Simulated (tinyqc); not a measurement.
Linear model of a band gap against the share of exact exchange: one step. Fixed shares. Four cases, with inputs chosen for the exercise.

Question. Gap, error against the target and eps for alpha = 0, 0.25 and 1/e0; and the alpha that meets the target, (Et - E0)/S.

E(alpha) = E0 + S alpha. A wider gap screens less, modelled in the Penn form eps(alpha) = 1 + (e0 - 1)(EP/(EP + S alpha))^2 with a scale EP chosen for the exercise. A dielectric-dependent hybrid takes alpha = 1/eps.

Give: a table of alpha, E (eV), E - Et (eV), eps; alpha for the target.

Case 1.

Values chosen (of the order of those of InP; shifted at random, so the results belong to these values and not to a real crystal): E0 = 0.68 eV (gap of the semi-local functional); S = 5.18 eV (slope dE/d(alpha)); e0 = 10.94 (optical dielectric constant at alpha = 0); EP = 9.6 eV (energy scale of the screening); Et = 1.4 eV (target gap).

Answer.

Results:
```
alpha   E (eV)  E - Et (eV)     eps
0.0000   0.680       -0.720  10.940
0.2500   1.975        0.575   8.717
0.0914   1.153       -0.247  10.028
```

alpha for the target = 0.1390

A quarter of exact exchange overshoots the target by 0.58 eV: the material needs 0.139, and 1/e0 = 0.091 lies closer to it than 0.25 does.

Case 2.

Values chosen (of the order of those of GaAs; shifted at random, so the results belong to these values and not to a real crystal): E0 = 0.53 eV (gap of the semi-local functional); S = 5.67 eV (slope dE/d(alpha)); e0 = 11.45 (optical dielectric constant at alpha = 0); EP = 9.9 eV (energy scale of the screening); Et = 1.5 eV (target gap).

Answer.

Results:
```
alpha   E (eV)  E - Et (eV)     eps
0.0000   0.530       -0.970  11.450
0.2500   1.948        0.448   8.996
0.0873   1.025       -0.475  10.478
```

alpha for the target = 0.1711

A quarter of exact exchange overshoots the target by 0.45 eV: the material needs 0.171, and 1/e0 = 0.087 lies about as far from it as 0.25 does.

Case 3.

Values chosen (of the order of those of Al2O3; shifted at random, so the results belong to these values and not to a real crystal): E0 = 5.76 eV (gap of the semi-local functional); S = 8.95 eV (slope dE/d(alpha)); e0 = 3.35 (optical dielectric constant at alpha = 0); EP = 25 eV (energy scale of the screening); Et = 8.73 eV (target gap).

Answer.

Results:
```
alpha   E (eV)  E - Et (eV)    eps
0.0000   5.760       -2.970  3.350
0.2500   7.997       -0.733  2.980
0.2985   8.432       -0.298  2.918
```

alpha for the target = 0.3318

A quarter of exact exchange falls short of the target by 0.73 eV: the material needs 0.332, and 1/e0 = 0.299 lies closer to it than 0.25 does.

Case 4.

Values chosen (of the order of those of InP; shifted at random, so the results belong to these values and not to a real crystal): E0 = 0.66 eV (gap of the semi-local functional); S = 5.2 eV (slope dE/d(alpha)); e0 = 10.37 (optical dielectric constant at alpha = 0); EP = 10.9 eV (energy scale of the screening); Et = 1.4 eV (target gap).

Answer.

Results:
```
alpha   E (eV)  E - Et (eV)     eps
0.0000   0.660       -0.740  10.370
0.2500   1.960        0.560   8.480
0.0964   1.161       -0.239   9.564
```

alpha for the target = 0.1423

A quarter of exact exchange overshoots the target by 0.56 eV: the material needs 0.142, and 1/e0 = 0.096 lies closer to it than 0.25 does.

Computed by tinyqc, one run a case: `OMP_NUM_THREADS=1 python tinyqc.py N N+1 out.jsonl` with N = 1851257, 1880013, 1880054, 1880162; one thread of a shared Intel(R) Xeon(R) Processor @ 2.30GHz, about 0.01 s a run at most.
